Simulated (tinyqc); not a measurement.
First phase against the interface composition: thermodynamics of metal silicides: hull, first phase, silicon consumed, nucleation and stability against SiO2. Computed by tinyqc, a small Python program. Command: `OMP_NUM_THREADS=1 python tinyqc.py 3001055 3001056 out.jsonl silphase walk`. One thread of a shared host (Intel(R) Xeon(R) Processor @ 2.30GHz), about 0.01 s of CPU time with the checks.

Entropies of formation of the solids are neglected, so heats stand for free energies. Si fractions: M5Si3 0.3750, MSi 0.5000, MSi2 0.6667.

Inputs (values chosen for the exercise, of the order of those of tungsten silicides for heats and volumes only): heat of formation of M5Si3 = -16.5 kJ/mol atoms; heat of formation of MSi = -14.8 kJ/mol atoms; heat of formation of MSi2 = -26.7 kJ/mol atoms.

Phases: M5Si3, MSi, MSi2.

Method. Effective heat of formation: at the interface the mixture has the Si fraction x_e; the limiting element scales the heat, H_eff = H x_e/x if x_e < x, H (1 - x_e)/(1 - x) otherwise. The rule names the most negative as the first phase; its restriction to congruently melting phases is left out here.

H_eff (kJ/mol atoms):

| x_e | M5Si3 | MSi | MSi2 | first phase |
|---|---|---|---|---|
| 0.10 | -4.400 | -2.960 | -4.005 | M5Si3 |
| 0.20 | -8.800 | -5.920 | -8.010 | M5Si3 |
| 0.30 | -13.200 | -8.880 | -12.015 | M5Si3 |
| 0.36 | -15.840 | -10.656 | -14.418 | M5Si3 |
| 0.42 | -15.312 | -12.432 | -16.821 | MSi2 |
| 0.48 | -13.728 | -14.208 | -19.224 | MSi2 |
| 0.54 | -12.144 | -13.616 | -21.627 | MSi2 |
| 0.60 | -10.560 | -11.840 | -24.030 | MSi2 |
| 0.66 | -8.976 | -10.064 | -26.433 | MSi2 |
| 0.75 | -6.600 | -7.400 | -20.025 | MSi2 |

What follows from these numbers?

Each phase is a triangle with its apex at its own composition. In order of x_e the first phase is M5Si3, then MSi2. On either side of all three the ranking is that of H/x (Si-poor) or H/(1 - x) (Si-rich).
